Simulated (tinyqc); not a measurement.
Donor in an ellipsoidal valley (Kohn-Luttinger variational method): one step, computed by the program tinyqc. Command: `OMP_NUM_THREADS=1 python tinyqc.py 3030920 3030921 out.jsonl kohnlutt walk`. One thread of a shared host (Intel(R) Xeon(R) Processor @ 2.30GHz), about 0.03 s of CPU time with the checks.

H = -(d^2/dx^2 + d^2/dy^2) - gamma d^2/dz^2 - 2/r in units built on m_t, with gamma = m_t/m_l and z along the valley axis. One valley; no valley-orbit or central-cell term.

Question. Energy at a trial ratio. Trial function exp(-sqrt((x^2 + y^2)/a^2 + z^2/b^2)) with beta = b/a < 1: E = t/a^2 - u/a, t = (2 + gamma/beta^2)/3, u = 2 arcsin(sqrt(1 - beta^2))/sqrt(1 - beta^2); the best a is 2 t/u and E(beta) = -u^2/(4 t).

Inputs (values chosen for the exercise, modelled on 3C-SiC): trial ratio b/a = 0.8.

gamma = 0.3738872

Give: t; u; best a; E(beta).

Answer.

t = 0.8614

u = 2.145

best a = 0.8032 a*

E(beta) = -1.335 Ry*
